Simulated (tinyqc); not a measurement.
# p-n diode, drift-diffusion by the Gummel loop with Scharfetter-Gummel fluxes: effects of single changes

Abrupt junction at x = 0, p side from -Lp, n side to Ln, ohmic contacts. psi is counted from the intrinsic level; n = ni exp((psi - phin)/Vt), p = ni exp((phip - psi)/Vt). Contacts: p side psi = V - Vt ln(Na/ni), p = Na, n = ni^2/Na; n side psi = Vt ln(Nd/ni), n = Nd, p = ni^2/Nd. Constant mobilities, D = mu Vt, Boltzmann statistics, SRH recombination through a mid-gap level, U = (n p - ni^2)/(tp (n + ni) + tn (p + ni)). Current is positive from the p contact to the n contact.

Inputs (values chosen for the exercise); band and dielectric values close to those of silicon: temperature T = 300 K; band gap Eg = 1.13 eV; relative permittivity eps_r = 11.6; conduction-band density of states at T Nc = 2.84e19 cm^-3; valence-band density of states at T Nv = 2.66e19 cm^-3; acceptor density of the p side Na = 1.2e17 cm^-3; donor density of the n side Nd = 3.1e17 cm^-3; electron mobility mun = 600 cm^2/(V s); hole mobility mup = 280 cm^2/(V s); SRH lifetime of electrons tn = 1e-8 s; SRH lifetime of holes tp = 2e-10 s; length of the p side Lp = 6.8 um; length of the n side Ln = 3.8 um; uniform generation rate G = 0 cm^-3 s^-1.

Constants: q = 1.602176634e-19 C, kB = 1.380649e-23 J/K, Vt = kB T/q, eps0 = 8.8541878128e-14 F/cm where lengths are in cm. Results are converted to the units shown.

Each table varies one quantity; the others keep the values above.

## Current against voltage in the dark

ni = sqrt(Nc Nv) exp(-Eg/(2 Vt)), Eg in volts. Poisson and both continuity equations are solved self-consistently with Scharfetter-Gummel fluxes on a graded mesh of 500 nodes. J_scr is q times the integral of U between -xp and xn. Ideal diffusion current J_id = q ni^2 [Dn coth(wp/Le)/(Le Na) + Dp coth(wn/Lh)/(Lh Nd)] (exp(V/Vt) - 1), Le = sqrt(Dn tn), Lh = sqrt(Dp tp), wp = Lp - xp, wn = Ln - xn, with xp and xn from the depletion approximation (W = sqrt(2 eps0 eps_r (Vbi - V)(1/Na + 1/Nd)/q), xp = W Nd/(Na + Nd), xn = W Na/(Na + Nd), Vbi = Vt ln(Na Nd/ni^2)). Ideality factor = 0.004 V/(Vt ln[J(V + 0.004 V)/J(V)]). Here G = 0.

In this table G = 0 cm^-3 s^-1.

Current against voltage in the dark:
columns A: V (V); B: J (A/cm^2); C: ideality factor; D: J_scr/J (%); E: J_id (A/cm^2); F: share recombining at the contacts (%); G: larger minority/doping at -xp and xn
```
A           B     C     D        E       F         G
0.17  8.68e-6  1.80  99.9  8.69e-9  0.0128  6.34e-12
0.25  4.63e-5  1.88  99.6  1.92e-7  0.0528  1.39e-10
0.32  1.96e-4  1.87  98.5  2.88e-6   0.188   2.07e-9
0.39  8.50e-4  1.80  94.9  4.32e-5   0.646   3.07e-8
0.46  0.00408  1.63  84.1  6.48e-4    2.02   4.56e-7
0.54   0.0330  1.33  56.5   0.0143    5.49   9.91e-6
0.61    0.301  1.14  28.7    0.214    9.00   1.45e-4
0.68     3.58  1.07  11.5     3.22    11.2   0.00208
0.76     56.2  1.29  3.15     71.0    13.7    0.0338
```

J rises from 8.68e-6 to 56.2 A/cm^2; the ideality factor moves up and down between 1.07 and 1.88. Recombination in the depleted layer carries over half of the current up to V = 0.54 V, where the factor is 1.33; it grows roughly as exp(V/2 Vt), so diffusion overtakes it. Where the factor is lowest (V = 0.68 V), J is 11 % above the ideal diffusion current.

## Effect of the donor density of the n side at fixed bias

Same model as above.

In this table V = 0.4 V.

Effect of the donor density of the n side at fixed bias:
columns A: Nd (cm^-3); B: J (A/cm^2); C: ideality factor; D: J_scr/J (%); E: J_id (A/cm^2); F: share recombining at the contacts (%); G: larger minority/doping at -xp and xn
```
A             B     C     D        E      F        G
3.1e17  0.00105  1.78  93.9  6.36e-5  0.767  4.52e-8
5.8e17  0.00102  1.82  95.6  4.48e-5  0.791  4.49e-8
1.1e18  0.00101  1.84  96.6  3.45e-5  0.801  4.47e-8
2e18    0.00101  1.84  97.1  2.94e-5  0.806  4.45e-8
3.8e18  0.00100  1.85  97.4  2.64e-5  0.809  4.42e-8
7.1e18  0.00100  1.85  97.5  2.49e-5  0.811  4.38e-8
```

Read the table: what changes, and by how much?

As Nd rises from 3.1e17 to 7.1e18, J falls from 0.00105 to 0.00100 A/cm^2, the share of the depleted layer rises from 93.9 to 97.5 % and the share lost at the contacts rises from 0.767 to 0.811 %. The exponent d ln J/d ln Nd is -0.05 between the first two rows and 0.00 between the last two. J less J_scr is 0.041 % above J_id in the last row.

Numbers from tinyqc (`OMP_NUM_THREADS=1 python tinyqc.py 2240122 2240123 out.jsonl`; about 0.2 s on one thread of a shared Intel Xeon 2.30GHz).
